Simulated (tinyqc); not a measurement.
Length of a polyene: Hueckel, PPP and singles CI along the polyenes. Computed by the program tinyqc. 

All-trans chains of carbon centres 1.40 angstrom apart:

| parameter | value |
|---|---|
| beta (eV), times 1 +/- alternation | -2.550000 |
| alternation | 0.100000 |
| W (eV) | 11.160000 |
| gamma_rr (eV) | 10.170000 |
| repulsion formula | MN |

Hueckel uses the same beta without repulsion; CIS keeps all single excitations and so misses the low, doubly excited 2Ag state. W is the valence ionisation energy of a centre, MN the Mataga-Nishimoto formula, f the oscillator strength.

Gaps and excitations (eV):

| centres | Hueckel gap | PPP orbital gap | bright singlet (CIS) | f | lowest triplet (CIS) |
|---|---|---|---|---|---|
| 2 | 5.6100 | 10.7238 | 8.1381 | 0.6977 | 3.0819 |
| 4 | 3.7663 | 8.3759 | 5.8412 | 1.0868 | 2.1519 |
| 6 | 2.9234 | 7.2167 | 4.7821 | 1.5031 | 1.7299 |
| 8 | 2.4478 | 6.5349 | 4.1691 | 1.8917 | 1.5028 |
| 10 | 2.1449 | 6.0921 | 3.7734 | 2.2569 | 1.3664 |
| 12 | 1.9362 | 5.7857 | 3.5007 | 2.6048 | 1.2781 |

The Hueckel gap tends to 4 x alternation x |beta| = 1.02 eV for long chains. Exchange opens the PPP orbital gap, and the attraction of electron and hole brings the bright state 2.28 eV below it at 12 centres; the triplet lies 2.22 eV lower still.
